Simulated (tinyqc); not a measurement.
Worked calculation: CCSD on RHF in the 6-31g basis, for H2, spin multiplicity 1. One step of it, computed by the program tinyqc.

Task: CCSD: starting amplitudes. t_ij^ab = <ij||ab> / (e_i + e_j - e_a - e_b), whose energy is MP2.

orbital energies (hartree): MO1 -0.579371, MO2 0.223346, MO3 0.802176, MO4 1.335989

Two-electron integrals over orbitals (pq|rs), unique and non-zero (hartree):
```
p,q,r,s,(pq|rs)
1,1,1,1,0.630090
2,1,2,1,0.086072
2,2,1,1,0.435610
2,2,2,2,0.388783
3,1,1,1,0.159992
3,1,2,2,0.054026
3,1,3,1,0.106364
3,2,2,1,-0.014252
3,2,3,2,0.034843
3,3,1,1,0.525938
3,3,2,2,0.385238
3,3,3,1,0.119947
3,3,3,3,0.465413
4,1,2,1,-0.080349
4,1,3,2,-0.027844
4,1,4,1,0.131754
4,2,1,1,-0.142873
4,2,2,2,-0.058473
4,2,3,1,-0.075722
4,2,3,3,-0.102972
4,2,4,2,0.071214
4,3,2,1,-0.091176
4,3,3,2,-0.008601
4,3,4,1,0.124680
4,3,4,3,0.137498
4,4,1,1,0.641204
4,4,2,2,0.444304
4,4,3,1,0.195226
4,4,3,3,0.548115
4,4,4,2,-0.167851
4,4,4,4,0.715546
```

Give: Starting amplitudes; correlation energy.

Result:

Starting amplitudes (spin orbitals 1a, 1b, ...; amplitudes related by a flip of all spins are not repeated):
```
from,to,t
1a 1b,2a 2b,-0.054
1a 1b,3a 3b,-0.038
1a 1b,4a 4b,-0.034
1a 1b,2a 4b,0.030
```

correlation energy = -0.01799 hartree
